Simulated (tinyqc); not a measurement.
Hall effect and magnetoresistance of several carrier groups with constant relaxation times. From one set of inputs to another, one input at a time. Computed by tinyqc, a small Python program. Command: `OMP_NUM_THREADS=1 python tinyqc.py 3015983 3015984 out.jsonl hall2 ladder`. One thread of a shared host (Intel(R) Xeon(R) Processor @ 2.30GHz), about 0.01 s of CPU time with the checks.

Group 1 has charge -e and group 2 charge +e; s_i is that sign. B lies along z; mu B is formed with mu in m^2/(V s).

The inputs printed are set A. Inputs not listed in the table keep their values of set A, so the rows need not describe a real material.

Inputs (values chosen for the exercise, for a model conductor): density n1 = 3.5e+13 1/cm^2; mobility mu1 = 4200 cm^2/(V s); density n2 = 5.4e+13 1/cm^2; mobility mu2 = 130 cm^2/(V s); magnetic field B = 8.1 T.

Carriers: electrons and holes. Densities: per area (a thin layer).

Constants: e = 1.602176634e-19 C.

Method. sigma_xx = sum n_i e mu_i/(1 + mu_i^2 B^2); sigma_xy = sum s_i n_i e mu_i^2 B/(1 + mu_i^2 B^2). rho_xx = sigma_xx/(sigma_xx^2 + sigma_xy^2); Hall coefficient R_H = sigma_xy/(B (sigma_xx^2 + sigma_xy^2)), with B in V s/cm^2 (1 T = 1e-4 V s/cm^2); magnetoresistance MR = rho_xx(B)/rho_xx(0) - 1. Apparent density 1/(e |R_H|); Hall mobility |R_H|/rho_xx.

Each row keeps all changes above it:
```
input moved                   from       to  magnetoresistance MR (%)  apparent density (1/cm^2)  sigma at B = 0 (S)
set A                            -        -                5.3353e+01                 3.8828e+13            0.024677
density n2 (1/cm^2)        5.4e+13  6.7e+11                7.2033e-01                 3.5034e+13            0.023566
mobility mu2 (cm^2/(V s))      130      140                7.7794e-01                 3.5037e+13            0.023567
magnetic field B (T)           8.1      1.2                1.7280e-02                 3.5045e+13            0.023567
density n1 (1/cm^2)        3.5e+13  3.2e+11                1.6536e+00                 3.6730e+11            0.000230
mobility mu1 (cm^2/(V s))     4200     2300                8.5933e-01                 4.1018e+11            0.000133
```

Which inputs carry the difference?

Magnetoresistance MR goes from 53.4 to 0.859, a factor 0.0161 in all. The largest single move comes from density n1 (a factor 95.7), but it runs against the net change; the largest move in the direction of the net change is density n2 (a factor 0.0135). Apparent density goes from 3.88e13 to 4.10e11, a factor 0.0106 in all. The largest single move comes from density n1 (a factor 0.0105). sigma at B = 0 goes from 0.0247 to 1.33e-4, a factor 0.00539 in all. The largest single move comes from density n1 (a factor 0.00977). The single moves hold for this order of the switches; the total does not depend on the order.

Extremes, crossings and ranges named in words are read from the listed rows.
